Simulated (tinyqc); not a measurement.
Harmonic transition-state theory with quantum, tunnelling and friction corrections. Inputs raised by 5 %, one at a time. Computed by tinyqc, a small Python program. Command: `OMP_NUM_THREADS=1 python tinyqc.py 3004987 3004988 out.jsonl rates sens`. One thread of a shared host (Intel(R) Xeon(R) Processor @ 2.30GHz), about 0.03 s of CPU time with the checks.

One atom hops between equivalent sites; three modes at the minimum and two real modes at the saddle are treated as harmonic, the rest of the crystal as unchanged; melting is ignored, so hot rows may lie above the melting point.

Inputs (values chosen for the exercise, modelled on interstitial copper in silicon):
```
quantity                                value      unit
barrier E_b                             0.194        eV
imaginary frequency at the saddle nu_b   3.56       THz
temperature T                             120         K
jump length d                            2.35  angstrom
number of jump directions z                 4         -
```

Lattice of sites: three-dimensional.

frequencies at the minimum (THz): 5.05  5.66  5.85

real frequencies at the saddle (THz): 6.57  7.86

Constants: k_B = 8.617333262e-05 eV/K; h x 1 THz = 4.135667696 meV.

Method:
- Vineyard: nu* = product of minimum frequencies / product of real saddle frequencies; k_cl = nu* exp(-E_b/(k_B T)).
- Activation entropy S = k_B ln(nu* h/(k_B T)); for uncorrelated jumps D = z k d^2/6 and D0 = z nu* d^2/6; 1 angstrom^2 = 1e-16 cm^2.
- Quantum harmonic: k_q = (k_B T/h) [prod 2 sinh(x_i/2) (minimum) / prod 2 sinh(x_j/2) (saddle)] exp(-E_b/(k_B T)), x = h nu/(k_B T).
- Zero-point correction to the barrier = (h/2)(sum of saddle frequencies - sum of minimum frequencies).
- With u = h nu_b/(k_B T): Wigner factor 1 + u^2/24; parabolic barrier (Bell) (u/2)/sin(u/2), valid above T_c = h nu_b/(2 pi k_B); symmetric Eckart barrier: kappa = int_0^infinity P(E) exp(-(E - E_b)/(k_B T)) dE/(k_B T), P = (cosh 2a - 1)/(cosh 2a + cosh 2d), a = alpha sqrt(E/E_b), alpha = 2 pi E_b/(h nu_b), 2d = 2 sqrt(alpha^2 - pi^2/4).

Runs:
```
input moved                                    from      to  classical diffusivity D (cm^2/s)  ratio k_q/k_cl  Eckart factor  crossover temperature T_c (K)
base run                                          -       -                        8.4855e-12         0.93523         1.0939                         27.192
barrier E_b (eV)                              0.194  0.2037                        3.3212e-12         0.93523         1.0937                         27.192
imaginary frequency at the saddle nu_b (THz)   3.56   3.738                        8.4855e-12         0.93523         1.1041                         28.552
temperature T (K)                               120     126                        2.0733e-11         0.93967         1.0849                         27.192
jump length d (angstrom)                       2.35  2.4675                        9.3553e-12         0.93523         1.0939                         27.192
```

Exponents ln(y'/y) / ln(x'/x):
```
input                                   classical diffusivity D  ratio k_q/k_cl  Eckart factor  crossover temperature T_c
barrier E_b                                             -19.226           0.000         -0.004                          0
imaginary frequency at the saddle nu_b                    0.000           0.000          0.190                          1
temperature T                                            18.310           0.097         -0.169                          0
jump length d                                             2.000           0.000          0.000                          0
```

Which inputs matter most for each result?

Among the inputs moved here: classical diffusivity D answers most in size to barrier E_b (exponent -19.226), next to temperature T (+18.310); its exponent is below 0.0005 for imaginary frequency at the saddle nu_b. Its exponent 0.000 in imaginary frequency at the saddle nu_b: the classical rate does not involve the unstable mode. Its exponent +2.000 in jump length d: D scales with the square of the jump. Ratio k_q/k_cl answers most in size to temperature T (exponent +0.097); its exponent is below 0.0005 for barrier E_b, imaginary frequency at the saddle nu_b, jump length d. Eckart factor answers most in size to imaginary frequency at the saddle nu_b (exponent +0.190), next to temperature T (-0.169); its exponent is below 0.0005 for jump length d. Crossover temperature T_c answers most in size to imaginary frequency at the saddle nu_b (exponent +1.000); its exponent is below 0.0005 for barrier E_b, temperature T, jump length d. Its exponent +1.000 in imaginary frequency at the saddle nu_b: T_c = h nu_b/(2 pi k_B).

Caution (all rows): h nu exceeds k_B T, so zero-point and tunnelling corrections to the classical rate matter.

Extremes, crossings and ranges named in words are read from the listed rows.
